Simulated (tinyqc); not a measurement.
## Tail temperature from the power law

Inverse problem. When tail states hold most of the charge, the linear current goes as I = A (Vg - VT)^g with g = 2 Tt/T - 1. Find g, Tt and the tail width kB Tt.

Inputs (values chosen for the exercise):
- T = 250 K (temperature)

Constants: q = 1.602176634e-19 C, kB = 1.380649e-23 J/K, Vt = kB T/q. Results are converted to the units shown.

I at Vg - VT = 12 and 18 V (nA): [1465.8435, 5278.8093]

Answer. g is the slope of ln I against ln(Vg - VT).

g = 3.160
Tt = 520.0 K
kB Tt = 44.81 meV

tinyqc, about 0.02 s, one thread, Intel Xeon 2.30GHz (shared host): `OMP_NUM_THREADS=1 python tinyqc.py 2610062 2610063 out.jsonl`
